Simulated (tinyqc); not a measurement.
Tight binding, honeycomb lattice, step by step. One step of it, computed by the program tinyqc.

Question. Bloch Hamiltonian at k. H_AB = -t1 (1 + exp(-i k.a1) + exp(-i k.a2)); H_AA = delta - 2 t2 sum cos(k.b + phi), H_BB = -delta - 2 t2 sum cos(k.b - phi), b = a1, a2 - a1, -a2.

Parameters chosen for this model:
```
parameter      value                        unit
t1          2.410000                 eV, nearest
t2          0.330000       eV, second neighbours
phi        -2.860000  rad, phase of t2 (Haldane)
delta       0.220000          eV, +/- on A and B
```

k point k (fractions of the reciprocal vectors): -0.380000  -0.040000

Give: H(k) at k.

Answer.

H(k) at k (eV):
```
               A              B
A         -0.043  -2.987-2.249i
B  -2.987+2.249i         -0.333
```
